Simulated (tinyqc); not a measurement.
Worked calculation: bond unit of a tetrahedral oxide and its oxygen vacancy in tight binding. Values are carried at full precision from step to step, so a last printed digit may differ when a step is redone from the rounded ones.

Two sp3 hybrids h1, h2 at eh = (es + 3 ep)/4 point at one oxygen with orbitals s, px, py, pz; x joins the two cations, z bisects the angle phi, and th = (180 - phi)/2. With u = hbar^2/(m d^2) = 2c/d^2, c = hbar^2/2m0: Vhs = -(1.32 + sqrt3 x 1.42) u/2 and Vhp = (1.42 + sqrt3 x 2.22) u/2. <h|s> = Vhs for both; <h1|px> = Vhp cos(th), <h2|px> = -Vhp cos(th); <h|pz> = Vhp sin(th) for both; py is a lone pair. The unit holds 8 electrons. Coupling between units, which widens the levels into bands, is left out.

Constants: hbar^2/2m0 = 3.80998211 eV angstrom^2.

Inputs chosen for the exercise (near tabulated values for SiO2; shifted at random, so the results belong to these values and not to a real crystal): es = -14.62 eV (s level of the cation); ep = -7.58 eV (p level of the cation); eos = -34.51 eV (s level of oxygen); eop = -16.89 eV (p level of oxygen); d = 1.63 angstrom (cation-oxygen distance); phi = 149 degrees (bond angle at oxygen); R = 3.29 angstrom (cation-cation distance across the vacancy).

## Level and couplings

Form eh, u, Vhs, Vhp and th.

eh (hybrid level) = -9.3400 eV
u = 2.8680 eV

Vhs, Vhp (eV): -5.4198  7.5502

th = 15.5 degrees

## The matrix

Fill it in.

H (eV), lower triangle:
```
         h1       h2         s        px        py        pz
h1  -9.3400
h2        0  -9.3400
s   -5.4198  -5.4198  -34.5100
px   7.2756  -7.2756         0  -16.8900
py        0        0         0         0  -16.8900
pz   2.0177   2.0177         0         0         0  -16.8900
```

## Levels, weights and charge

Diagonalise; the four lowest levels are filled. The excess of electrons on oxygen is twice the oxygen weight of the filled levels less 6.

levels (eV): -36.6908  -24.0749  -17.5850  -16.8900  -6.4643  -2.1551

weights:
```
    level 1  level 2  level 3  level 4  level 5  level 6
h1    0.037    0.164    0.028    0.000    0.435    0.336
h2    0.037    0.164    0.028    0.000    0.435    0.336
s     0.924    0.000    0.011    0.000    0.065    0.000
px    0.000    0.672    0.000    0.000    0.000    0.328
py    0.000    0.000    0.000    1.000    0.000    0.000
pz    0.002    0.000    0.933    0.000    0.065    0.000
```

highest filled to lowest empty = 10.4257 eV
excess electrons on oxygen = 1.084

The highest filled level is the py orbital of oxygen (100 %) and the lowest empty one is 87 % cation hybrid, even under exchange of the two cations. The spacing is that of an isolated unit and exceeds the gap of the solid.

## The odd block in closed form

The combination (h1 - h2)/sqrt2 couples to px alone, with W2 = sqrt2 Vhp cos(th); W3 = (eh - eop)/2; levels (eh + eop)/2 -/+ sqrt(W2^2 + W3^2); polarity W3/sqrt(W2^2 + W3^2).

W2, W3 (eV): 10.2893  3.7750

levels of the odd block (eV): -24.0749  -2.1551

polarity = 0.3444

## The neutral oxygen vacancy

Without the oxygen the two hybrids face each other at distance R and couple by -V2, V2 = 3.22 x 2c/R^2, c = hbar^2/2m0: a bond at eh - V2 with two electrons and an antibond at eh + V2. Levels are measured from eop, the lone-pair level that stands for the top of the valence band.

Form V2 and the two levels above eop. R is a chosen distance; in real silica the neutral vacancy relaxes to about 2.5 angstrom.

V2 = 2.2668 eV

levels above eop (eV): bond 5.2832, lone hybrid 7.5500, antibond 9.8168

bond-antibond splitting = 4.5336 eV

The filled bond lies 5.28 eV above the lone pairs, so it can trap a hole; the antibond lies below the lowest empty level of the intact unit (10.43 eV). A lone hybrid, as in a dangling bond, sits at 7.55 eV.

## Checks

- Levels of the odd block against the full matrix: they agree to 1e-10 or better.

tinyqc: `OMP_NUM_THREADS=1 python tinyqc.py 1450688 1450689 out.jsonl`; about 0.01 s, one thread, shared Intel(R) Xeon(R) Processor @ 2.30GHz.
